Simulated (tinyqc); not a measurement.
Non-radiative capture by multiphonon emission, one effective mode: one step, computed by the program tinyqc. Command: `OMP_NUM_THREADS=1 python tinyqc.py 3006054 3006055 out.jsonl capture walk`. One thread of a shared host (Intel(R) Xeon(R) Processor @ 2.30GHz), about 0.01 s of CPU time with the checks.

The initial state (free carrier plus empty centre) lies dE above the final state; both have the same frequency and are displaced by dQ.

Problem. Scaled coefficient, cross-section and lifetime. Sommerfeld factor of a repulsive centre: s(k) = 2 pi nu/(exp(2 pi nu) - 1), nu = sqrt(Ry*/E), Ry* = Ry m/eps^2, averaged over (2/sqrt(pi)) sqrt(x) exp(-x) dx with x = E/k_B T = t^2 (trapezoid, t to 6 in steps of 0.01). C = s C_0; v = sqrt(3 k_B T/m); sigma = C/v; tau = 1/(C N_t).

Inputs (values chosen for the exercise, with mass, screening and phonons like those of GaN):
```
quantity                 value   unit
carrier mass m           0.208    m_0
dielectric constant eps    9.6      -
temperature T              300      K
defect density N_t       1e+15  cm^-3
```

Centre: repulsive.

C_0 = 9.505832e-10 cm^3/s

Constants: Ry = 13.605693123 eV; k_B = 8.617333262e-05 eV/K; k_B = 1.380649e-23 J/K; m_0 = 9.1093837015e-31 kg.

Give: Sommerfeld factor s; capture coefficient C; thermal velocity v; cross-section sigma; capture time.

Solution.

Sommerfeld factor s = 0.02834

capture coefficient C = 2.694e-11 cm^3/s

thermal velocity v = 2.561e+07 cm/s

cross-section sigma = 1.052e-18 cm^2

capture time = 3.712e-05 s
